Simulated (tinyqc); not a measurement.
Raising the sheet density: Gamma, L and X subbands of a thin body with non-parabolic valleys.

Hard walls, flat band, c = hbar^2/2m0, energies from the bulk Gamma edge. For a valley at angle theta to the normal 1/m_z = cos^2/ml + sin^2/mt and m_d = sqrt(ml mt^2/m_z). Subband n starts at E_v + e with e (1 + a e) = c (n pi/t)^2/m_z, and its density-of-states mass is taken as m_d (1 + 2 a e), without further growth at higher in-plane energy. Groups are named by valley and degeneracy.

n_i = g m/(2 pi c) kB T ln(1 + exp((EF - E_i)/kB T)), sum n_i = Ns (1e12/cm^2 = 1e-4/angstrom^2), c = hbar^2/2m0. Quantum capacitance Cq = 1602.176634 sum g m/(2 pi c) f_i in microfarad/cm^2 with f_i = 1/(1 + exp((E_i - EF)/kB T)); Cox = 34.5313/eot (one gate); C/Cox = Cq/(Cq + Cox), the centroid term left out.

Constants: hbar^2/2m0 = 3.80998211 eV angstrom^2; kB = 8.617333262e-05 eV/K.

Parameters, chosen for this exercise (near those of a thin GaSb channel; shifted at random, so the results belong to these values and not to a real crystal): face = 100 (surface); mG = 0.0388 m0 (Gamma mass); aG = 1.14 1/eV (Gamma non-parabolicity); EL = 0.048 eV (L edge above Gamma); mL = (1.309, 0.097) m0 (L valleys (four, along <111>): ml, mt); EX = 0.321 eV (X edge above Gamma); mX = (1.541, 0.225) m0 (X valleys (three, along <100>): ml, mt); aS = 0.36 1/eV (non-parabolicity of L and X); t = 84 angstrom (body thickness); T = 300 K (temperature); eot = 7 angstrom (equivalent oxide thickness); Nl = (0.5, 1, 2, 4, 7, 11, 16) x 1e12/cm^2 (sheet densities).

Fixed thickness, n = 1 to 8 of all groups; the gate overdrive above the lowest edge is (EF - E_lowest)/e + 0.1602177 Ns/Cox in volts.

Results:

| Ns (1e12/cm^2) | EF - lowest (eV) | Gamma share (%) | Cq | C/Cox | overdrive (V) |
|---|---|---|---|---|---|
| 0.5 | -0.085 | 1.0 | 3.04 | 0.382 | -0.069 |
| 1.0 | -0.066 | 1.0 | 5.98 | 0.548 | -0.034 |
| 2.0 | -0.047 | 1.1 | 11.54 | 0.701 | 0.017 |
| 4.0 | -0.028 | 1.1 | 21.56 | 0.814 | 0.102 |
| 7.0 | -0.010 | 1.2 | 34.19 | 0.874 | 0.217 |
| 11.0 | 0.005 | 1.3 | 47.53 | 0.906 | 0.363 |
| 16.0 | 0.020 | 1.5 | 60.15 | 0.924 | 0.540 |

What can be read from this table?

The lowest subband is L4 n=1; the light Gamma level lies 35 meV above it, lifted there by confinement. At the highest density band filling takes 0.020 V of the 0.540 V overdrive. Cq grows from 3.0 to 60.1 microfarad/cm^2 while EF moves from -0.085 to +0.020 eV against the lowest edge; the Gamma share stays near 1 %.

(tinyqc, `OMP_NUM_THREADS=1 python tinyqc.py 1281415 1281416 out.jsonl`, Intel(R) Xeon(R) Processor @ 2.30GHz, 1 thread, shared host, about 0.04 s.)
